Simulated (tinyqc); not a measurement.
Coherent transport through a tight-binding region between two chains, step by step. One step of it, computed by the program tinyqc.

Problem. Transmission at E = 0.78 eV. Surface Green function g = (E - i sqrt(4 t^2 - E^2)) / (2 t^2); self-energy tc^2 g on each contact site; G = (E - H - Sigma)^(-1); Gamma = -2 Im Sigma; T = Gamma_L Gamma_R |G_LR|^2; local density of states -Im G_ii / pi.

H of the central region (eV), lower triangle:
```
           1          2          3          4          5         6
1   0.000000
2  -0.550000   0.350000
3   0.000000  -0.550000   0.350000
4   0.000000   0.000000  -0.550000   0.350000
5   0.000000   0.000000   0.000000  -0.550000   0.350000
6  -0.550000   0.000000   0.000000   0.000000  -0.550000  0.000000
```

Leads: semi-infinite chains with site energy 0:
```
parameter                           value
lead hopping t (eV)              1.610000
coupling to the left lead (eV)   0.330000
coupling to the right lead (eV)  1.030000
left contact site                       1
right contact site                      2
```

E = 0.780000 eV

Give: g; G; local density of states; transmission.

Solution.

g = 0.150-0.603i 1/eV

G (1/eV), lower triangle:
```
               1              2              3              4
1   3.717-1.074i
2   0.272+0.263i  -0.684-1.141i
3  -3.544+0.628i   0.556+1.093i   4.541-1.811i
4   2.499-0.754i   0.250+0.287i  -2.288+0.323i   1.539-0.539i
5   1.591-0.038i  -0.751-1.317i  -2.752+1.558i   2.903+0.099i
6  -3.742+0.784i   0.338+0.743i   4.440-1.542i  -3.809+0.462i

               5             6
5   0.483-1.635i
6  -1.462+1.180i  4.952-1.385i
```

local density of states (1/eV): 0.342  0.363  0.577  0.172  0.521  0.441

transmission = 0.024
